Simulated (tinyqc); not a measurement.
# Illuminated p-n diode, drift-diffusion by the Gummel loop with Scharfetter-Gummel fluxes, step by step

tinyqc, about 0.8 s, one thread, Intel Xeon 2.30GHz (shared host): `OMP_NUM_THREADS=1 python tinyqc.py 2240037 2240038 out.jsonl` Printed values are rounded.

Abrupt junction at x = 0, p side from -Lp, n side to Ln, ohmic contacts. psi is counted from the intrinsic level; n = ni exp((psi - phin)/Vt), p = ni exp((phip - psi)/Vt). Contacts: p side psi = V - Vt ln(Na/ni), p = Na, n = ni^2/Na; n side psi = Vt ln(Nd/ni), n = Nd, p = ni^2/Nd. Constant mobilities, D = mu Vt, Boltzmann statistics, SRH recombination through a mid-gap level, U = (n p - ni^2)/(tp (n + ni) + tn (p + ni)). Current is positive from the p contact to the n contact.

Inputs (values chosen for the exercise); band and dielectric values those of a made-up semiconductor: temperature T = 275 K; band gap Eg = 1.73 eV; relative permittivity eps_r = 13.3; conduction-band density of states at T Nc = 4.76e17 cm^-3; valence-band density of states at T Nv = 9.92e18 cm^-3; acceptor density of the p side Na = 1.2e17 cm^-3; donor density of the n side Nd = 1.2e17 cm^-3; electron mobility mun = 4100 cm^2/(V s); hole mobility mup = 200 cm^2/(V s); SRH lifetime of electrons tn = 4e-10 s; SRH lifetime of holes tp = 1e-10 s; uniform generation rate G = 5e20 cm^-3 s^-1; bias of the p contact V = 0.49 V.

Constants: q = 1.602176634e-19 C, kB = 1.380649e-23 J/K, Vt = kB T/q, eps0 = 8.8541878128e-14 F/cm where lengths are in cm. Results are converted to the units shown.

## Intrinsic density and built-in voltage

ni = sqrt(Nc Nv) exp(-Eg/(2 Vt)), Eg in volts; Vbi = Vt ln(Na Nd/ni^2).

ni = 305.2573 cm^-3
Vbi = 1.592726 V

## Round 1: Poisson equation

| node | x (nm) | phin at the start (V) | phip at the start (V) |
|---|---|---|---|
| 0 | -1400 | 0.49 | 0.49 |
| 1 | -834 | 0 | 0.49 |
| 2 | -487 | 0 | 0.49 |
| 3 | -274 | 0 | 0.49 |
| 4 | -144 | 0 | 0.49 |
| 5 | -64 | 0 | 0.49 |
| 6 | -15 | 0 | 0.49 |
| 7 | 15 | 0 | 0.49 |
| 8 | 92.8 | 0 | 0.49 |
| 9 | 295 | 0 | 0.49 |
| 10 | 818 | 0 | 0.49 |
| 11 | 2180 | 0 | 0.49 |
| 12 | 5700 | 0 | 0 |

With phin and phip held, solve a_i (psi_(i+1) - psi_i) - a_(i-1) (psi_i - psi_(i-1)) + q w_i (p_i - n_i + C_i) = 0 for the inner nodes by Newton steps to convergence; a_i = eps0 eps_r/h_i, h_i = x_(i+1) - x_i, w_i = (h_(i-1) + h_i)/2, C = -Na or +Nd.

| node | psi (V) | n after Poisson (cm^-3) | p after Poisson (cm^-3) |
|---|---|---|---|
| 0 | -0.3063628 | 7.765170e-13 | 1.2e17 |
| 1 | -0.3063628 | 7.415140e-4 | 1.200000e17 |
| 2 | -0.3063628 | 7.415142e-4 | 1.200000e17 |
| 3 | -0.3063603 | 7.415919e-4 | 1.199874e17 |
| 4 | -0.3059764 | 7.537032e-4 | 1.180593e17 |
| 5 | -0.2835610 | 0.001940867 | 4.584636e16 |
| 6 | 0.0490272 | 2416.361 | 3.682467e10 |
| 7 | 0.4461208 | 4.575975e10 | 1944.540 |
| 8 | 0.7912812 | 9.683987e16 | 9.188539e-4 |
| 9 | 0.7963527 | 1.199492e17 | 7.418281e-4 |
| 10 | 0.7963628 | 1.200000e17 | 7.415141e-4 |
| 11 | 0.7963628 | 1.2e17 | 7.415140e-4 |
| 12 | 0.7963628 | 1.2e17 | 7.765170e-13 |

## Round 1: electron continuity

With psi and p held, F_i = (mun Vt/h_i) [n_(i+1) B(d_i) - n_i B(-d_i)], d_i = (psi_(i+1) - psi_i)/Vt, B(d) = d/(exp(d) - 1); solve F_i - F_(i-1) = w_i [(n_i p_i - ni^2)/den_i - G] for the new n, with den = tp (n + ni) + tn (p + ni) taken at the old n and p, h_i = x_(i+1) - x_i, w_i = (h_(i-1) + h_i)/2; phin = psi - Vt ln(n/ni).

| node | new n (cm^-3) | phin after round 1 (V) |
|---|---|---|
| 0 | 7.765170e-13 | 0.4900000 |
| 1 | 1.029876e10 | -0.7171413 |
| 2 | 8.880679e9 | -0.7136306 |
| 3 | 5.078075e9 | -0.7003824 |
| 4 | 1.693515e9 | -0.6739755 |
| 5 | 1.226601e8 | -0.5893502 |
| 6 | 6.653928e7 | -0.2422680 |
| 7 | 4.597348e10 | -0.0001104 |
| 8 | 9.684071e16 | -0.0000002 |
| 9 | 1.199502e17 | -0.0000002 |
| 10 | 1.200010e17 | -0.0000002 |
| 11 | 1.200008e17 | -0.0000002 |
| 12 | 1.2e17 | 0.0000000 |

## Round 1: hole continuity

With psi and the new n held, F_i = (mup Vt/h_i) [p_(i+1) B(-d_i) - p_i B(d_i)], d_i = (psi_(i+1) - psi_i)/Vt, B(d) = d/(exp(d) - 1); solve F_i - F_(i-1) = w_i [(n_i p_i - ni^2)/den_i - G] for the new p, with den = tp (n + ni) + tn (p + ni) taken at the new n and the old p, h_i = x_(i+1) - x_i, w_i = (h_(i-1) + h_i)/2; phip = psi + Vt ln(p/ni).

| node | new p (cm^-3) | phip after round 1 (V) |
|---|---|---|
| 0 | 1.2e17 | 0.490000 |
| 1 | 1.200009e17 | 0.490000 |
| 2 | 1.200012e17 | 0.490000 |
| 3 | 1.199888e17 | 0.490000 |
| 4 | 1.180607e17 | 0.490000 |
| 5 | 4.584694e16 | 0.490000 |
| 6 | 3.825401e10 | 0.490902 |
| 7 | 6.581385e8 | 0.791722 |
| 8 | 1.663837e9 | 1.158861 |
| 9 | 3.205371e10 | 1.234037 |
| 10 | 4.846615e10 | 1.243845 |
| 11 | 4.970810e10 | 1.244445 |
| 12 | 7.765170e-13 | 0.000000 |

## Round 2: Poisson equation

As before.

| node | psi (V) | n after Poisson (cm^-3) | p after Poisson (cm^-3) |
|---|---|---|---|
| 0 | -0.3063628 | 7.765170e-13 | 1.2e17 |
| 1 | -0.3063626 | 1.029883e10 | 1.200000e17 |
| 2 | -0.3063625 | 8.880768e9 | 1.200000e17 |
| 3 | -0.3063600 | 5.078133e9 | 1.199874e17 |
| 4 | -0.3059761 | 1.693536e9 | 1.180593e17 |
| 5 | -0.2835607 | 1.226615e8 | 4.584639e16 |
| 6 | 0.0490274 | 6.653965e7 | 3.825380e10 |
| 7 | 0.4461208 | 4.597356e10 | 6.581374e8 |
| 8 | 0.7912810 | 9.683988e16 | 1.663851e9 |
| 9 | 0.7963525 | 1.199492e17 | 3.205398e10 |
| 10 | 0.7963626 | 1.200000e17 | 4.846653e10 |
| 11 | 0.7963626 | 1.200000e17 | 4.970843e10 |
| 12 | 0.7963628 | 1.2e17 | 7.765170e-13 |

## Round 2: electron continuity

As before.

| node | new n (cm^-3) | phin after round 2 (V) |
|---|---|---|
| 0 | 7.765170e-13 | 0.4900000 |
| 1 | 1.029876e10 | -0.7171411 |
| 2 | 8.880690e9 | -0.7136304 |
| 3 | 5.078084e9 | -0.7003822 |
| 4 | 1.693518e9 | -0.6739752 |
| 5 | 1.226603e8 | -0.5893500 |
| 6 | 6.653940e7 | -0.2422679 |
| 7 | 4.597309e10 | -0.0001102 |
| 8 | 9.683929e16 | -0.0000001 |
| 9 | 1.199485e17 | -0.0000001 |
| 10 | 1.199993e17 | -0.0000001 |
| 11 | 1.199994e17 | 0.0000000 |
| 12 | 1.2e17 | 0.0000000 |

## Round 2: hole continuity

As before.

| node | new p (cm^-3) | phip after round 2 (V) |
|---|---|---|
| 0 | 1.2e17 | 0.490000 |
| 1 | 1.200000e17 | 0.490000 |
| 2 | 1.200000e17 | 0.490000 |
| 3 | 1.199874e17 | 0.490000 |
| 4 | 1.180593e17 | 0.490000 |
| 5 | 4.584639e16 | 0.490000 |
| 6 | 3.825395e10 | 0.490903 |
| 7 | 6.582114e8 | 0.791725 |
| 8 | 1.663839e9 | 1.158861 |
| 9 | 3.205374e10 | 1.234037 |
| 10 | 4.846622e10 | 1.243845 |
| 11 | 4.970819e10 | 1.244445 |
| 12 | 7.765170e-13 | 0.000000 |

## Course of the Gummel loop

Stop when phin and phip change by less than 1e-8 V, or after 80 rounds. J = Jn at the p contact + Jp at the n contact + q sum w_i U_i - q G sum w_i over the inner nodes, which avoids differences of large majority fluxes: Jn = (q mun Vt/h_0)[n_1 B(d_0) - n_0 B(-d_0)], Jp = (q mup Vt/h_last)[p_(N-1) B(d_last) - p_N B(-d_last)], d_i = (psi_(i+1) - psi_i)/Vt, B(d) = d/(exp(d) - 1), w_i = (h_(i-1) + h_i)/2.

Course of the iteration:

| round | J (A/cm^2) | largest change of phin, phip (V) |
|---|---|---|
| 1 | -0.008577121 | 0.754 |
| 2 | -0.008577085 | 2.67e-6 |
| 3 | -0.008577085 | 1.45e-7 |
| 4 | -0.008577085 | 7.47e-12 |

Converged in 4 rounds.

## Recombination and current

| node | converged psi (V) | converged n (cm^-3) | converged p (cm^-3) |
|---|---|---|---|
| 0 | -0.3063628 | 7.765170e-13 | 1.2e17 |
| 1 | -0.3063626 | 1.029876e10 | 1.200000e17 |
| 2 | -0.3063625 | 8.880690e9 | 1.200000e17 |
| 3 | -0.3063600 | 5.078083e9 | 1.199874e17 |
| 4 | -0.3059761 | 1.693518e9 | 1.180593e17 |
| 5 | -0.2835607 | 1.226603e8 | 4.584638e16 |
| 6 | 0.0490274 | 6.653939e7 | 3.825387e10 |
| 7 | 0.4461209 | 4.597324e10 | 6.582114e8 |
| 8 | 0.7912811 | 9.683988e16 | 1.663839e9 |
| 9 | 0.7963527 | 1.199492e17 | 3.205374e10 |
| 10 | 0.7963627 | 1.200000e17 | 4.846622e10 |
| 11 | 0.7963627 | 1.200000e17 | 4.970819e10 |
| 12 | 0.7963628 | 1.2e17 | 7.765170e-13 |

U_i as defined. J = Jn at the p contact + Jp at the n contact + q sum w_i U_i - q G sum w_i over the inner nodes, which avoids differences of large majority fluxes: Jn = (q mun Vt/h_0)[n_1 B(d_0) - n_0 B(-d_0)], Jp = (q mup Vt/h_last)[p_(N-1) B(d_last) - p_N B(-d_last)], d_i = (psi_(i+1) - psi_i)/Vt, B(d) = d/(exp(d) - 1), w_i = (h_(i-1) + h_i)/2.

| node | U (cm^-3 s^-1) |
|---|---|
| 0 | 0 |
| 1 | 2.574690e19 |
| 2 | 2.220172e19 |
| 3 | 1.269521e19 |
| 4 | 4.233796e18 |
| 5 | 3.066508e17 |
| 6 | 1.662762e17 |
| 7 | 6.225580e18 |
| 8 | 1.663838e19 |
| 9 | 3.205371e20 |
| 10 | 4.846614e20 |
| 11 | 4.970810e20 |
| 12 | 0 |

Jn at the p contact = 0.002832480 A/cm^2
Jp at the n contact = 1.072336e-4 A/cm^2
recombination = 0.02899424 A/cm^2
generation = 0.04051104 A/cm^2
J = -0.008577085 A/cm^2

A 500-node mesh gives J = -0.008102 A/cm^2; this mesh differs from it by -4.8e-4 A/cm^2 (-5.9 %).
